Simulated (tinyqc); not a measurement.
## Surface Green function of a zigzag honeycomb ribbon two chains wide, Sancho-Rubio decimation: densities of states against energy

A semi-infinite lead of cells 0, 1, 2, ... with H0 inside a cell and H1 = <cell i|H|cell i + 1>. Cell of four sites joined 1-2-3-4 by -t; site 2 joins site 1 of the next cell and site 3 joins site 4 of the next cell. z = E + i eta.

Start with e_s = e = H0, a = H1, b = H1^dagger. Each round: g = (z - e)^(-1); e_s <- e_s + a g b; e <- e + a g b + b g a; a <- a g a; b <- b g b (all with the old a, b). Round k joins cells 2^k apart. Stop when the largest entry of the matrices a and b is below 1e-12 eV; g_s = (z - e_s)^(-1), bulk (z - e)^(-1), density of states -Im Tr/pi. Here eta = 0.01 eV. Open modes are the crossings of E with the bands of H0 + H1 exp(ik) + H1^dagger exp(-ik) for 0 < k < pi.

H0 (eV):
```
    1   2   3   4
1   0  -1   0   0
2  -1   0  -1   0
3   0  -1   0  -1
4   0   0  -1   0
```

H1 (eV):
```
    1  2  3   4
1   0  0  0   0
2  -1  0  0   0
3   0  0  0  -1
4   0  0  0   0
```

Results:
```
E (eV)  open modes  rounds  surface (1/eV)  bulk (1/eV)
-2.82            0       5        0.007397      0.01390
-2.31            1      11          0.7350       0.6735
-1.79            1      11          0.7129       0.4446
-1.28            2      11          0.9454        1.072
-0.77            1      11          0.6271       0.4370
-0.26            1      11          0.7310       0.4503
0.26             1      11          0.7310       0.4503
0.77             1      11          0.6271       0.4370
1.28             2      11          0.9454        1.072
2.31             1      11          0.7350       0.6735
2.82             0       5        0.007397      0.01390
```

Estimate the missing row, E = 1.79 eV.

Computed row:
```
E (eV)  open modes  rounds  surface (1/eV)  bulk (1/eV)
1.79             1      11          0.7129       0.4446
```

With this row back in the table: The bands of the infinite lead run over -2.56 to -1.00, -1.56 to 0, 0 to 1.56, 1.00 to 2.56 eV. The rounds lie between 5 and 11, 5.0 on average outside the bands and 11.0 inside. The surface density of states is largest at E = -1.28 and 1.28 eV among the rows (0.945 1/eV, bulk 1.07).

Numbers from tinyqc (`OMP_NUM_THREADS=1 python tinyqc.py 2680110 2680111 out.jsonl`; about 0.07 s on one thread of a shared Intel Xeon 2.30GHz).
